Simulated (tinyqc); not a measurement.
Long-channel MOSFET, surface-potential model: one step of the calculation.

n-channel transistor on a uniformly doped p-type body, gradual-channel approximation, constant mobility, Boltzmann statistics, full ionisation. Potentials are counted from the neutral body; V is the electron quasi-Fermi potential, Vsb at the source and Vsb + Vds at the drain. Charges are magnitudes per area.

Question. Inversion charge along the channel. The surface potential psi at channel potential V solves Vgs + Vsb - Vfb - psi = gamma sqrt(G), G = psi - Vt + Vt exp((psi - 2 phiF - V)/Vt). Charge sheet: Qi = Cox gamma [sqrt(G) - sqrt(psi - Vt)]. Pao-Sah: Qi = (Cox gamma/2) integral from 3 Vt to psi of exp((u - 2 phiF - V)/Vt)/sqrt(G(u, V)) du.

Inputs (values chosen for the exercise); material values close to those of silicon:
```
symbol,value,unit,meaning
T,325,K,temperature
Vfb,-0.45,V,flat-band voltage
Vsb,0,V,source-body reverse bias
Vgs,3.78,V,gate-source voltage
```

Constants: q = 1.602176634e-19 C, kB = 1.380649e-23 J/K, Vt = kB T/q. Results are converted to the units shown.

V, point 0 to 10 (V): [0, 0.005, 0.01, 0.015, 0.02, 0.025, 0.03, 0.035, 0.04, 0.045, 0.05]
phiF = 0.43445979 V
Cox = 0.11927856 uF/cm^2
gamma = 2.5900621 V^0.5

Wanted: psi; Qi, charge sheet; Qi, Pao-Sah.

Answer.

```
point  psi (V)  Qi, charge sheet (nC/cm^2)  Qi, Pao-Sah (nC/cm^2)
0       0.9577                      92.437                 93.798
1       0.9623                      91.149                 92.484
2       0.9669                      89.863                 91.175
3       0.9715                      88.581                 89.868
4       0.9761                      87.301                 88.565
5       0.9807                      86.025                 87.266
6       0.9853                      84.752                 85.969
7       0.9899                      83.482                 84.677
8       0.9945                      82.216                 83.388
9       0.9990                      80.953                 82.102
10      1.0036                      79.693                 80.820
```

At the source the charge-sheet charge is 1.5 % below the Pao-Sah one.

Computed by the program tinyqc: `OMP_NUM_THREADS=1 python tinyqc.py 2360018 2360019 out.jsonl`, one thread of a shared Intel Xeon 2.30GHz, about 0.03 s for the whole run.
